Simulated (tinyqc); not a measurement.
Trench capacitor in an array: capacitance, non-linearity, leakage and relaxation: one step of the calculation.

A film between two metal electrodes, each interface adding a series capacitance ci. The small-signal permittivity is ek (1 + aq E^2); the field is found with the linear permittivity. Leakage J = J0 sinh(E/Ef). After a voltage step the film passes a relaxation current kr C V tt^(-nr), tt being the time in seconds. The sidewall is a coaxial capacitor with radii a = dm/2 - t and b = dm/2, depth AR dm; the end face is left out.

Problem. Planar capacitance, field and non-linearity. Planar film: Cf = eps0 ek/t, 1/C = 1/Cf + 2/ci, EOT = 3.9 eps0/C, effective permittivity C t/eps0, E = (V/t) C/Cf; quadratic coefficient [C(V)/C - 1]/V^2 with Cf (1 + aq E^2) in C(V).

Values chosen for this exercise; permittivity of the order of that of zirconium oxide:

| symbol | value | unit | meaning |
|---|---|---|---|
| ek | 35.1 |  | relative permittivity of the film |
| t | 4.5 | nm | film thickness |
| ci | 160 | uF/cm^2 | capacitance of each electrode interface (dead layer and screening) |
| aq | 0.012 | cm^2/MV^2 | quadratic field coefficient of the permittivity |
| V | 1.7 | V | bias |
| J0 | 1.5e-10 | A/cm^2 | leakage prefactor |
| Ef | 0.41 | MV/cm | field for an e-fold rise of the leakage |

Constants: eps0 = 8.8541878128e-14 F/cm where lengths are in cm. Results are converted to the units shown.

Find: Cf; C; EOT; effective permittivity; E; quadratic coefficient; J.

Solution.

Cf = 6.9063 uF/cm^2
C = 6.3574 uF/cm^2
EOT = 0.54316 nm
effective permittivity = 32.311
E = 3.4776 MV/cm
quadratic coefficient = 45698 ppm/V^2
J = 3.6198e-7 A/cm^2

The interfaces take 7.95 % of the voltage.

tinyqc, about 0.01 s, one thread, Intel Xeon 2.30GHz (shared host): `OMP_NUM_THREADS=1 python tinyqc.py 2102117 2102118 out.jsonl`
